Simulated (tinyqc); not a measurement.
Regular and subregular solution with a miscibility gap: one step, computed by the program tinyqc. Command: `OMP_NUM_THREADS=1 python tinyqc.py 3025163 3025164 out.jsonl regsol walk`. One thread of a shared host (Intel(R) Xeon(R) Processor @ 2.30GHz), about 0.01 s of CPU time with the checks.

Per mole of mixing sites: G(x) = x (1 - x) [L0 + L1 (1 - 2x)] + R T [x ln x + (1 - x) ln(1 - x)], x the fraction of B.

Question. G, chemical potentials and activities. G' = L0 (1 - 2x) + L1 (1 - 6x + 6x^2) + R T ln[x/(1 - x)]; G'' = -2 L0 - 6 L1 (1 - 2x) + R T/[x (1 - x)]. mu_A = G - x G', mu_B = G + (1 - x) G', activity = exp(mu/(R T)).

Inputs (values chosen for the exercise, for a model alloy): asymmetry L1 = 4.6 kJ/mol; temperature T = 1352 K.

L0 = 26.5 kJ/mol

Constants: R = 8.314462618 J/(mol K).

Give: G, G'' and activities at x = 0.02, 0.1, 0.2, 0.35, 0.5, 0.65, 0.8, 0.9, 0.98.

Answer.

G, G'' and activities at x = 0.02, 0.1, 0.2, 0.35, 0.5, 0.65, 0.8, 0.9, 0.98:
```
x     G (kJ/mol)  G'' (kJ/mol)  activity of A  activity of B
0.02      -0.496         494.0          0.981         0.2763
0.10      -0.938          49.8          0.931         0.8235
0.20      -0.944           0.7          0.911         0.9528
0.35      -0.935         -11.9          0.940         0.8843
0.50      -1.167          -8.0          0.999         0.8138
0.65      -1.563           4.7          1.015         0.8008
0.80      -1.827          33.8          0.858         0.8480
0.90      -1.601          94.0          0.553         0.9117
0.98      -0.669         547.0          0.134         0.9805
```

G'' is negative at 2 of the nine compositions (0.35, 0.5), where the solution is unstable.
